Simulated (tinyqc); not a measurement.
## Inductance and parasitic capacitance from two readings

Problem. A loss-free coil L in parallel with C shows the apparent inductance L/(1 - w^2 L C), w = 2 pi f. Find L, C and the self-resonance 1/(2 pi sqrt(L C)).

apparent inductance at 5 and 9.4 GHz (nH): [0.91622110, 1.7662990]

Answer. The inverse of the reading is 1/L - w^2 C, a straight line in w^2.

L = 0.770 nH
C = 210 fF
self-resonance = 12.5 GHz

tinyqc, about 0.01 s, one thread, Intel Xeon 2.30GHz (shared host): `OMP_NUM_THREADS=1 python tinyqc.py 2302154 2302155 out.jsonl`
